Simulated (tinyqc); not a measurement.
What moves the results: dielectric confinement in a thin film (image charges). A value that a table varies takes the place of the one given here.

A film |z| < t/2 of dielectric constant eps between half-spaces of dielectric constant e2; lam = (eps - e2)/(eps + e2), q = e^2/(4 pi eps0). The self-energy of a band edge is taken with the high-frequency value, e2 = eh, and the field of a fixed ion with the static one, e2 = eo. A charge at z has images lam^|n| at n t + (-1)^n z. Its self-energy is S(z) = (q/2 eps) sum over n >= 1 of lam^n [1/(n t - 2z) + 1/(n t + 2z)] for odd n and 2 lam^n/(n t) for even n; at the centre S(0) = -(q/(eps t)) ln(1 - lam).

Donor at the centre, lam from the static eo, trial function cos(pi z/t) exp(-rho/l): E(l) = c/(m l^2) - (q/eps) times the integral over k of F(k t) (1 + (k l/2)^2)^(-3/2), with F(x) = F0 + 2 lam exp(-x) G/(1 - lam exp(-x)), F0 = 2[(1 - exp(-x/2))/x + x (1 + exp(-x/2))/(x^2 + 4 pi^2)], G = 2 sinh(x/2)[1/x - x/(x^2 + 4 pi^2)]; c = hbar^2/2m0. The binding energy is -E at the minimum, counted from the subband edge with its self-energy.

Constants: e^2/(4 pi eps0) = 14.39964547 eV angstrom; hbar^2/2m0 = 3.80998211 eV angstrom^2; Ry = 13.60569312 eV.

Values chosen for the exercise (near those of a Si (100) film, two-fold valleys, between layers of HfO2; not measured data):
- eps = 11.9 (dielectric constant of the film)
- eh = 4.1 (high-frequency dielectric constant outside)
- eo = 21.8 (static dielectric constant outside)
- m = 0.195 m0 (mass in the plane)
- mz = 0.887 m0 (mass across the film)
- ts = (10, 15, 22, 32, 48, 70, 100) angstrom (thicknesses)
- t = 20 angstrom (film thickness)

## Thinning the film

<S> is the mean over (2/t) cos^2(pi z/t); confinement c (pi/t)^2/mz; donor binding with and without images.

Results:
```
t (angstrom)  <S> (meV)  confinement (meV)  binding, no images (meV)  binding (meV)  l (angstrom)
10                 93.9              423.9                      58.5           28.3          25.2
15                 62.6              188.4                      53.7           29.1          25.5
22                 42.7               87.6                      48.7           29.1          26.4
32                 29.3               41.4                      43.4           28.3          27.9
48                 19.6               18.4                      37.6           26.5          30.5
70                 13.4                8.7                      32.2           24.2          33.7
100                 9.4                4.2                      27.4           21.5          37.7
```

Between 100 and 10 angstrom the binding goes from 21.5 to 28.3 meV; quantum confinement alone would take it from 27.4 to 58.5, so the images supply -5.9 and -30.1 meV. |<S>| goes as 1/t and exceeds the confinement energy beyond 45 angstrom. For t well above a* = 32 angstrom the separable trial function underbinds, which affects the last rows. Hard-wall energies above 300 meV (up to t = 10 angstrom) overstate the confinement: walls are finite and valleys non-parabolic.

## Choice of the surrounding dielectric

The same film between different dielectrics; in this table one value e2 serves for both eo and eh.

Results:
```
case         lam  <S> (meV)  binding (meV)  l (angstrom)
e2 = 1     0.845      124.2          242.4          17.7
e2 = 2.5   0.653       72.7          153.2          18.8
e2 = 3.9   0.506       49.5          116.6          19.6
e2 = 7.5   0.227       18.6           72.9          21.4
e2 = 16   -0.147      -10.2           38.6          24.5
e2 = 25   -0.355      -23.1           25.7          26.8
e2 = 80   -0.741      -43.5            9.0          34.1
```

The binding spans a factor 27.0, from 242 meV in vacuum to 9.0 meV for e2 = 80; going from 3.9 to 25 changes it by -90.9 meV and the band edge by -72.5 meV, so the binding responds 1.25 times as much as the edge (for an orbit much smaller than t the binding would change by twice the change of S(0), -122.2 meV; here l/t = 0.98 for e2 = 3.9).

## What each parameter does

<S> is the mean over (2/t) cos^2(pi z/t). Each row changes one parameter from the base and keeps the others.

Results:
```
case             lam from eh  <S> (meV)  binding (meV)  l (angstrom)
base                   0.487       46.9           29.2          26.1
t = 14 angstrom        0.487       67.0           29.0          25.4
eps = 10.7             0.446       46.3           32.8          24.2
eo = 30.5              0.487       46.9           21.4          28.0
eh = 5.3               0.384       34.4           29.2          26.1
m = 0.234 m0           0.487       46.9           34.8          22.2
```

The largest shifts from the base row, up to three for each result and ties (the steps differ in size, so this ranks the rows, not the parameters). lam from eh: eh -0.104, eps -0.042; unchanged at the printed digits by t, eo and m. <S> (meV): t +20.1, eh -12.6, eps -0.6; unchanged at the printed digits by eo and m. binding (meV): eo -7.8, m +5.6, eps +3.6; unchanged at the printed digits by eh. l (angstrom): m -3.9, eo +1.9, eps -1.9; unchanged at the printed digits by eh.

Computed by tinyqc, a small Python program: `OMP_NUM_THREADS=1 python tinyqc.py 1251713 1251714 out.jsonl` (the numbers bound the seed that draws the inputs); one thread of a shared host (Intel(R) Xeon(R) Processor @ 2.30GHz), about 0.03 s for the whole set of steps.
